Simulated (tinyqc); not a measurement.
Implant damage, amorphisation by cascade overlap, and solid-phase epitaxial regrowth: one step, computed by the program tinyqc. Command: `OMP_NUM_THREADS=1 python tinyqc.py 3110433 3110434 out.jsonl sper walk`. One thread of a shared host (Intel(R) Xeon(R) Processor @ 2.30GHz), about 0.01 s of CPU time with the checks.

Range and width of the damage are inputs. Dynamic annealing enters only through the surviving share f.

Task: Damage energy and displacements per ion. Robinson partition: eps = E a M2/(Z1 Z2 (e^2/(4 pi eps_0)) (M1 + M2)), a = 0.8853 a_0/sqrt(Z1^(2/3) + Z2^(2/3)); k = 0.0793 Z1^(2/3) Z2^(1/2) (M1 + M2)^(3/2)/((Z1^(2/3) + Z2^(2/3))^(3/4) M1^(3/2) M2^(1/2)); damage energy T_d = E/(1 + k (eps + 0.40244 eps^(3/4) + 3.4008 eps^(1/6))); displacements nu = 0.8 T_d/(2 E_d).

Inputs (values chosen for the exercise, modelled on indium ions in germanium):
```
quantity                 value  unit
ion Z1                      49     -
ion mass M1              114.8     u
target Z2                   32     -
target mass M2           72.63     u
ion energy E               100   keV
displacement energy E_d     15    eV
```

Constants: a_0 = 0.529177210903 angstrom; e^2/(4 pi eps_0) = 14.39964548 eV angstrom.

Give: reduced energy eps; k; damage energy T_d; T_d/E; displacements per ion nu.

Result:

reduced energy eps = 0.16596

k = 0.13790

damage energy T_d = 72.204 keV

T_d/E = 0.72204

displacements per ion nu = 1925.4

28 % of the energy goes to electrons.
